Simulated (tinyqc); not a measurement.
What moves the results: three-band tight binding of a dichalcogenide monolayer. A value that a table varies takes the place of the one given here.

Basis dz2, dxy, dx2-y2 on a triangular lattice, nearest neighbours; alpha = kx a/2, beta = sqrt3 ky a/2. h0 = e1 + 2 t0 (cos 2alpha + 2 cos alpha cos beta); h1 = -2 sqrt3 t2 sin alpha sin beta + 2i t1 (sin 2alpha + sin alpha cos beta); h2 = 2 t2 (cos 2alpha - cos alpha cos beta) + 2i sqrt3 t1 cos alpha sin beta; h11 = e2 + 2 t11 cos 2alpha + (t11 + 3 t22) cos alpha cos beta; h22 = e2 + 2 t22 cos 2alpha + (3 t11 + t22) cos alpha cos beta; h12 = sqrt3 (t22 - t11) sin alpha sin beta + 4i t12 sin alpha (cos alpha - cos beta) + i lam sz. H = [[h0, h1, h2], [., h11, h12], [., ., h22]], Hermitian; the lowest band of each spin is filled. K = (4 pi/3a, 0), M = (pi/a, pi/(sqrt3 a)).

Constants: hbar^2/2m0 = 3.80998211 eV angstrom^2.

Inputs chosen for the exercise (near a published set for monolayer WSe2; the results hold for these values, not for the real material):
- a = 3.329 angstrom (lattice constant)
- e1 = 0.952 eV (level of dz2)
- e2 = 2.174 eV (level of dxy and dx2-y2)
- t0 = -0.205 eV (hopping)
- t1 = 0.46 eV (hopping)
- t2 = 0.496 eV (hopping)
- t11 = 0.263 eV (hopping)
- t12 = 0.328 eV (hopping)
- t22 = 0.034 eV (hopping)
- lam = 0.229 eV (spin-orbit constant)

## Three bands against the two-band Dirac model at K

Masses from central differences along kx with step 0.002 1/angstrom, c = hbar^2/2m0; Berry curvature of the valence band from a counter-clockwise plaquette of side 0.001 1/angstrom, Omega = -arg(product of overlaps)/area. Two-band model: coupling A = (3 a/(2 sqrt2))(t1 + sqrt3 t2) between valence and conduction states, mass c G/A^2 for both, Omega_v = 2 A^2/G^2. sz = 0 drops the spin-orbit term.

At K:

| sz | G (eV) | m_c (m0) | m_v (m0) | two-band mass | Omega_v (angstrom^2) | two-band Omega |
|---|---|---|---|---|---|---|
| 1 | 1.3138 | 0.280 | 0.350 | 0.231 | 24.910 | 25.135 |
| 0 | 1.5428 | 0.337 | 0.454 | 0.271 | 18.058 | 18.227 |
| -1 | 1.7718 | 0.397 | 0.582 | 0.311 | 13.689 | 13.820 |

A = 4.6577 eV angstrom

What can be read from the table?

Without spin-orbit coupling the electron mass is 0.337 and the hole mass 0.454, against 0.271 for both in the two-band model: the third band and the curvature of the diagonal terms break the symmetry. The Berry curvature is -0.9 % from the two-band value. The smaller gap (sz = +1) has the larger curvature, by a factor 1.82.

## All hoppings scaled

The six hoppings are multiplied by f; e1, e2 and lam stay (real strain also moves e1 and e2, so this is no model of it). Closed forms: Ev(K) = e2 - (3/2)(t11 + t22) - 3 sqrt3 t12 + lam, Ec(K) = e1 - 3 t0, Ev(Gamma) = e1 + 6 t0.

Gaps (eV):

| f | direct gap at K | Ev(K) - Ev(Gamma) | Ec(K) - top of valence band |
|---|---|---|---|
| 0.85 | 0.8991 | 0.6691 | 0.8991 |
| 0.90 | 1.0374 | 0.6231 | 1.0374 |
| 0.94 | 1.1479 | 0.5864 | 1.1479 |
| 0.97 | 1.2309 | 0.5588 | 1.2309 |
| 1.00 | 1.3138 | 0.5312 | 1.3138 |
| 1.03 | 1.3968 | 0.5036 | 1.3968 |
| 1.06 | 1.4797 | 0.4760 | 1.4797 |
| 1.10 | 1.5903 | 0.4392 | 1.5903 |

What does this show?

The direct gap changes by +27.6 meV for each per cent of f. The top of the valence band stays at K over the range.

## What each parameter does

Spin up: gap at K, Ev(K) - Ev(Gamma), and masses at K by central differences along kx with step 0.002 1/angstrom, c = hbar^2/2m0. Each row changes one parameter from the base and keeps the others.

Results:

| case | gap at K (eV) | K - Gamma (eV) | m_c (m0) | m_v (m0) |
|---|---|---|---|---|
| base | 1.3138 | 0.5312 | 0.280 | 0.350 |
| t22 = 0.004 eV | 1.2688 | 0.5762 | 0.268 | 0.326 |
| e2 = 2.144 eV | 1.3438 | 0.5012 | 0.289 | 0.362 |
| t0 = -0.175 eV | 1.2238 | 0.3512 | 0.252 | 0.315 |
| t1 = 0.49 eV | 1.3138 | 0.5312 | 0.262 | 0.327 |
| t2 = 0.466 eV | 1.3138 | 0.5312 | 0.302 | 0.396 |
| lam = 0.199 eV | 1.3438 | 0.5012 | 0.288 | 0.362 |

What can be read from the table?

The largest shifts from the base row, up to three for each result and ties (the steps differ in size, so this ranks the rows, not the parameters). gap at K (eV): t0 -0.0900, t22 -0.0450, lam +0.0300, e2 +0.0300; unchanged at the printed digits by t1 and t2. K - Gamma (eV): t0 -0.1800, t22 +0.0450, lam -0.0300, e2 -0.0300; unchanged at the printed digits by t1 and t2. m_c (m0): t0 -0.028, t2 +0.022, t1 -0.018. m_v (m0): t2 +0.046, t0 -0.035, t22 -0.024. t1 and t2 couple dz2 to the other orbitals and vanish at K and Gamma, so only the masses feel them.

Program tinyqc; command `OMP_NUM_THREADS=1 python tinyqc.py 1451110 1451111 out.jsonl`; about 0.01 s on one thread of a shared Intel(R) Xeon(R) Processor @ 2.30GHz.
